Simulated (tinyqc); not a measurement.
Inside a calculation. Model: finite-size error of a charged defect in a periodic cell: Madelung and Makov-Payne terms. Computed by tinyqc, a small Python program that keeps every step. Command: `OMP_NUM_THREADS=1 python tinyqc.py 3008072 3008073 out.jsonl imagecharge walk`. One thread of a shared host (Intel(R) Xeon(R) Processor @ 2.30GHz), about 0.03 s of CPU time with the checks. Intermediate numbers are printed to about 7 digits and carried at full precision; extremes and crossings named in words are read from the listed rows.

L is the cube root of the cell volume. The defect charge is a Gaussian, rho(r) = q (2 pi sigma^2)^(-3/2) exp(-r^2/2 sigma^2), repeated periodically in a uniform neutralising background and screened by a continuum. The model cell energy is E(L) = E_0 + [periodic - isolated electrostatic energy].

Inputs (values chosen for the exercise, with screening close to that of 4H-SiC):
```
quantity,value,unit
charge q,1,e
cell length L,17.5,angstrom
dielectric constant eps,9.9,-
width sigma of the defect charge,2.1,angstrom
formation energy of the isolated defect E_0,3.448,eV
```

Supercell lattice: bcc. Screening: isotropic.

scatter added to the six cells, standing for numerical noise (meV): [1.3, -0.48, -2.9, -2.2, -1.9, -0.84]

Constants: e^2/(4 pi eps_0) = 14.39964548 eV angstrom.

## The cell

Cell vectors: (-1,1,1), (1,-1,1), (1,1,-1), scaled to volume L^3.

cell vectors (rows) (angstrom):
```
,1,2,3
1,-11.02431,11.02431,11.02431
2,11.02431,-11.02431,11.02431
3,11.02431,11.02431,-11.02431
```

nearest image = 19.09466 angstrom

## Madelung energy

Ewald sum for a unit point charge: scale each Cartesian component of the cell by 1/sqrt(eps_i), giving R', G' and V'; E = [ (1/2) sum erfc(eta R')/R' + (2 pi/V') sum exp(-G'^2/4 eta^2)/G'^2 - eta/sqrt(pi) - pi/(2 V' eta^2) ] e^2/(4 pi eps_0) / sqrt(eps_x eps_y eps_z), over n_i = -6..6, omitting n = (0,0,0), eta = 2/V'^(1/3). alpha = -2 E eps_g L/(e^2/(4 pi eps_0)), eps_g = (eps_x eps_y eps_z)^(1/3).

terms for a unit charge (eV): real space 0.00069032, reciprocal 0.00569685, self -0.09378505, background -0.03263912

Madelung constant alpha = 2.888462

point-charge correction -q^2 E = 0.1200370 eV

## Energy of the smeared charge in the cell

Periodic energy of the Gaussian: (2 pi q^2/V) sum_(G != 0) exp(-sigma^2 G^2)/(G.eps.G) x e^2/(4 pi eps_0), n_i = -k..k with k = max(9, L/sigma rounded up). Isolated energy: q^2/(2 sqrt(pi) sigma) <1/(n.eps.n)> e^2/(4 pi eps_0), the mean over directions n, here 1/eps.

periodic energy = 0.08286857 eV

isolated energy = 0.1953855 eV

finite-size error = -0.1125170 eV

E(L) = 3.335483 eV

## Makov-Payne correction

Second radial moment Q = q <r^2> = 3 q sigma^2; E(corrected) = E(L) + q^2 alpha e^2/(4 pi eps_0)/(2 eps L) - 2 pi q Q e^2/(4 pi eps_0)/(3 eps L^3). Errors left are the corrected energies less E_0.

Q = 13.23 e angstrom^2

third-order term = -0.007520053 eV

error left after the first term = 0.007520053 eV

error left after both terms = 0 eV

third-order over first-order term, in size = 0.06264779

The point-charge term alone overcorrects by 0.00752 eV, 6 % of itself; both terms together are exact to 1e-7 eV, since the clouds do not overlap.

## A series of cells

Cells of the same shape with L scaled by 0.7, 0.85, 1, 1.25, 1.5 and 2; the scatter is added to E(L). The point-charge correction scales as 1/L from its value at the input L.

Scaling data:
```
L (angstrom),1/L (1/angstrom),E(L) (eV),E(L) + point-charge correction (eV)
12.250,0.08163265,3.299740,3.471221
14.875,0.06722689,3.318545,3.459765
17.500,0.05714286,3.332583,3.452620
21.875,0.04571429,3.353621,3.449650
26.250,0.03809524,3.368303,3.448328
35.000,0.02857143,3.388082,3.448100
```

## Ways to reach the isolated limit

Least-squares fits of E(L) to a + b/L, a + c/L^3 or a + b/L + c/L^3; the estimate is a, and errors are against E_0.

Estimates of E_0:
```
way,estimate (eV),error (meV)
"largest cell, uncorrected",3.388082,-59.91850
"largest cell, point-charge term",3.448100,0.10001
"1/L fit, three smallest",3.408878,-39.12229
"1/L fit, all six",3.431922,-16.07831
"1/L^3 fit, all six",3.374916,-73.08358
"1/L and 1/L^3, three smallest",3.420342,-27.65818
"1/L and 1/L^3, all six",3.451344,3.34426
"corrected data, 1/L^3 fit",3.445679,-2.32075
```

coefficient b of the full fit = -2.268818 eV angstrom

Best here: largest cell, point-charge term (+0.1 meV); worst: 1/L^3 fit, all six (-73 meV). The fitted b is 108.0 % of the Madelung value -q^2 alpha e^2/(8 pi eps_0 eps_g). The three-term fit to three small cells has no spare point and magnifies the scatter. A pure 1/L fit lands below E_0, because the positive 1/L^3 term flattens the small-cell points.

Checks made by the program: the same sum with another eta (relative difference below 1e-10); both terms against the exact model when the clouds do not overlap (relative difference 4e-10).
